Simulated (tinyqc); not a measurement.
X-ray photoelectron analysis of a thin oxide on a semiconductor: attenuation lengths, thickness, angle series and band offsets: one step, computed by the program tinyqc. Command: `OMP_NUM_THREADS=1 python tinyqc.py 3113897 3113898 out.jsonl xps walk`. One thread of a shared host (Intel(R) Xeon(R) Processor @ 2.30GHz), about 0.01 s of CPU time with the checks.

The same element is seen in the oxide and in the substrate, at nearly the same kinetic energy; films are flat and uniform, and the work function is ignored.

Problem. Peak ratio. R_0 = (rho_o/M_o) L_o/((rho_s/M_s) L_s); peak ratio R = I_ox/I_sub = R_0 [exp(d/(L_o cos theta)) - 1]; hence d = L_o cos theta ln(1 + R/R_0). A carbon layer weakens both peaks alike, by exp(-d_C/(L_o cos theta)) if its L is taken equal to L_o. This R_0 leaves out intrinsic losses from the substrate peak, so calibrated values can be larger.

Inputs (values chosen for the exercise, modelled on SiO2 on silicon): oxide density = 2.21 g/cm^3; oxide formula mass = 60.08 g/mol; substrate density = 2.33 g/cm^3; substrate formula mass = 28.09 g/mol; oxide thickness d = 0.72 nm; emission angle from the normal = 30 degrees; carbon overlayer = 0.73 nm.

L in the oxide = 1.774066 nm

L in the substrate = 1.394456 nm

Give: R_0; d/(L_o cos theta); ratio R; oxide share of the counts; attenuation by carbon; depth 3 L_o cos theta.

Solution.

R_0 = 0.5642

d/(L_o cos theta) = 0.4686

ratio R = 0.3373

oxide share of the counts = 0.2522

attenuation by carbon = 0.6218

depth 3 L_o cos theta = 4.609 nm
